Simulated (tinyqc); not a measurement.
## Zener tunnelling in a reverse-biased junction, two-band WKB: effect of the doping Nd

Abrupt p-n junction, depletion approximation. Energies E are counted from the conduction-band edge of the neutral n side; its Fermi level lies at dn, that of the p side at dn - V, and the valence-band edge of the neutral p side at Em = dn + dp - V. Tunnelling needs 0 < E < Em. Two-band dispersion with equal masses m: inside the gap kappa = sqrt(m u (1 - u/Eg)/C), u the distance from a band edge, C = hbar^2/(2 m0).

Nd = Nc F12(dn/Vt), Na = Nv F12(dp/Vt), F12(x) = (2/sqrt(pi)) int_0^infinity sqrt(u)/(1 + exp(u - x)) du; dn = EF - Ec on the n side, dp = Ev - EF on the p side (negative outside the bands); Vbi = Eg + dn + dp. W = sqrt(2 eps0 eps_r (Vbi - V)(1/Na + 1/Nd)/q), mean field F = (Vbi - V)/W, peak field 2 F. In a uniform field F the exponent is S = pi sqrt(m/C) Eg^1.5/(4 F). Transverse energy Et = C kt^2/m raises it to S (1 + 4 Et/Eg), so T = exp(-S) exp(-Et/Eb) with Eb = Eg/(4 S). KJ = (2 q^2/h) m/(4 pi C) (times 1e14 for A/cm^2 per eV^2). J = KJ exp(-S) Eb times the integral from 0 to Em of [f(E - dn) - f(E - dn + V)] [1 - exp(-min(E, Em - E)/Eb)] dE, f(x) = 1/(1 + exp(x/Vt)), with S and Eb from the mean field; J > 0 flows from p to n.

Inputs (values chosen for the exercise); band and dielectric values close to those of germanium: temperature T = 300 K; band gap Eg = 0.659 eV; relative permittivity eps_r = 16; conduction-band density of states at 300 K Nc = 1.04e19 cm^-3; valence-band density of states at 300 K Nv = 5.94e18 cm^-3; band-edge mass of the two-band model m = 0.042 m0; acceptor density Na = 2.9e18 cm^-3; bias of the p side V = -1.3 V.

Constants: q = 1.602176634e-19 C, kB = 1.380649e-23 J/K, hbar = 1.054571817e-34 J s, h = 6.62607015e-34 J s, m0 = 9.1093837015e-31 kg, Vt = kB T/q, eps0 = 8.8541878128e-14 F/cm where lengths are in cm, hbar^2/(2 m0) = 0.0380998212 eV nm^2. Results are converted to the units shown.

Effect of the doping Nd:

| Nd (cm^-3) | Vbi (V) | mean field (MV/cm) | S | J (A/cm^2) |
|---|---|---|---|---|
| 5.3e17 | 0.5684 | 0.2176 | 20.27 | -0.01023 |
| 7.7e17 | 0.5783 | 0.2542 | 17.35 | -0.2232 |
| 1.1e18 | 0.5878 | 0.2918 | 15.12 | -2.405 |
| 1.6e18 | 0.5979 | 0.3327 | 13.26 | -17.68 |
| 2.4e18 | 0.6091 | 0.3765 | 11.72 | -94.35 |
| 3.4e18 | 0.6190 | 0.4121 | 10.70 | -285.5 |
| 5e18 | 0.6303 | 0.4476 | 9.856 | -728.6 |

Read the table: what changes, and by how much?

The mean field rises from 0.218 to 0.448 MV/cm, as Nd^(0.32), S falls from 20.3 to 9.86, and |J| rises from 0.0102 to 729 A/cm^2: 4.85 decades, of which exp(-S) accounts for 4.52.

Range of the model: The two-band model describes a direct gap; phonon-assisted tunnelling across an indirect gap is left out. Parabolic densities of states, no band tails and no gap narrowing, all of which matter at such doping.

Computed by the program tinyqc: `OMP_NUM_THREADS=1 python tinyqc.py 2620031 2620032 out.jsonl`, one thread of a shared Intel Xeon 2.30GHz, about 0.01 s for the whole run.
